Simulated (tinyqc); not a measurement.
Deep trap from a strong local potential in a two-band host (Koster-Slater model with semi-elliptic bands). From repulsive threshold back to half-width of the valence band W_v. Computed by tinyqc, a small Python program. Command: `OMP_NUM_THREADS=1 python tinyqc.py 3003288 3003289 out.jsonl deeptrap inv`. One thread of a shared host (Intel(R) Xeon(R) Processor @ 2.30GHz), about 0.02 s of CPU time with the checks.

The valence band spans -2 W_v to 0 and the conduction band E_g to E_g + 2 W_c. The orbital at the impurity site has weight f_v in the valence band and 1 - f_v in the conduction band, each spread as a semi-ellipse (2/(pi W^2)) sqrt(W^2 - x^2) about the band centre. The impurity adds U to this orbital. Spin is left out.

Inputs (values chosen for the exercise, with a gap close to that of CdTe): gap E_g = 1.51 eV; half-width of the conduction band W_c = 5.2 eV; valence weight f_v of the site orbital = 0.48.

Impurity: repulsive, acceptor-like.

Method. In the gap G(E) = f_v (2/W_v^2)[x - sqrt(x^2 - W_v^2)] - (1 - f_v)(2/W_c^2)[y - sqrt(y^2 - W_c^2)], x = E + W_v, y = E_g + W_c - E. G falls across the gap from G(0) to G(E_g). A repulsive U binds if U > 1/G(0), an attractive one if U < 1/G(E_g); the vacancy level (U infinite) solves G(E) = 0 (bisection).

Question. A run gave the result below. Find the half-width of the valence band W_v, known to lie between 2 and 3.5 eV.

repulsive threshold = 3.496725 eV

Answer.

Each step takes the trial c = (a f_b - b f_a)/(f_b - f_a), f being the result less the target and a, b, c the logarithms of the listed values; c replaces end b, the old b replaces a if the sign of f changed, and otherwise f_a is halved.

Scan of the range:

| half-width of the valence band W_v (eV) | repulsive threshold (eV) |
|---|---|
| 2.00 | 2.59720 |
| 2.20 | 2.92917 |
| 2.41 | 3.29631 |
| 2.65 | 3.74120 |
| 2.90 | 4.23614 |
| 3.19 | 4.85508 |
| 3.50 | 5.57677 |

False position (Illinois rule, in the logarithm of the input) inside the bracket:

| step | end a | end b | trial | repulsive threshold (eV) |
|---|---|---|---|---|
| 1 | 2.41000 | 2.65000 | 2.51530 | 3.48804 |
| 2 | 2.65000 | 2.51530 | 2.51980 | 3.49636 |
| 3 | 2.65000 | 2.51980 | 2.52018 | 3.49706 |
| 4 | 2.51980 | 2.52018 | 2.52000 | 3.49672 |
| 5 | 2.52018 | 2.52000 | 2.52000 | 3.49673 |

Repulsive threshold rises at every point of a 13-point scan of the range (every second point is shown), so one value fits; it is bracketed by 2.41 and 2.65. Answer: half-width of the valence band W_v = 2.520 eV.
